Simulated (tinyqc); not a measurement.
## Coupling ratio and rate constant from the late transient

Problem. Long after the knee a floating-gate cell follows U = Vg - (tox/ag) B/ln(K t). Find K and ag.

Values chosen for this exercise: tunnel oxide thickness tox = 6.1 nm; control-gate voltage Vg = 12.2 V.

U at t = 0.001 and 0.1 s (V): [1.3173686, 2.9158212]
B = 24.336811 V/nm

Answer. 1/(Vg - U) is linear in ln t; the ratio of the two values gives ln(K t_a), and either value gives ag.

K = 4.13e14 1/s
ag = 0.510

Program tinyqc, `OMP_NUM_THREADS=1 python tinyqc.py 2130040 2130041 out.jsonl`; Intel Xeon 2.30GHz, shared host, one thread, about 0.01 s.
